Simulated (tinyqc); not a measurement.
Geometry relaxation of a small cluster: one step, computed by the program tinyqc. Command: `OMP_NUM_THREADS=1 python tinyqc.py 3019757 3019758 out.jsonl relax walk`. One thread of a shared host (Intel(R) Xeon(R) Processor @ 2.30GHz), about 0.03 s of CPU time with the checks.

E = sum_i {sum_j A exp(-p (r_ij/r0 - 1)) - xi sqrt(rho_i)}, rho_i = sum_j exp(-2 q (r_ij/r0 - 1)); the force on i is -sum_j w_ij (R_i - R_j)/r_ij with w_ij = -(2p/r0) A exp(-p (r_ij/r0 - 1)) + (xi q/r0) exp(-2 q (r_ij/r0 - 1)) (rho_i^(-1/2) + rho_j^(-1/2)).

Problem. Energy and forces at the start. Evaluate E and the forces at the starting positions.

Inputs (values chosen for the exercise, for model atoms):
```
quantity     value      unit
length r0     2.63  angstrom
repulsion A   0.19        eV
hopping xi    1.89        eV
decay p       9.66         -
decay q       3.36         -
```

Potential: Gupta. Method: steepest descent.

starting positions (angstrom):
```
           x      y      z
atom 1   0.2  -0.11   0.11
atom 2  2.34    0.1   0.25
atom 3  2.37   2.54   0.12
atom 4  0.06   2.68    0.1
atom 5  1.32   1.19   1.57
atom 6  1.47   1.23  -1.75
```

Give: distances; energy at the start; forces.

Solution.

distances (angstrom): 1-2 2.155, 1-3 3.425, 1-4 2.794, 1-5 2.253, 1-6 2.621, 2-3 2.444, 2-4 3.446, 2-5 1.993, 2-6 2.456, 3-4 2.314, 3-5 2.242, 3-6 2.454, 4-5 2.443, 4-6 2.741, 5-6 3.324

energy at the start = -18.12 eV

forces (eV/angstrom):
```
             x       y       z
atom 1  -3.107  -0.250  -1.530
atom 2   6.329  -3.888  -4.813
atom 3   0.804   0.977  -1.350
atom 4   0.237  -0.946  -0.430
atom 5  -3.821   3.913   6.744
atom 6  -0.442   0.193   1.379
```
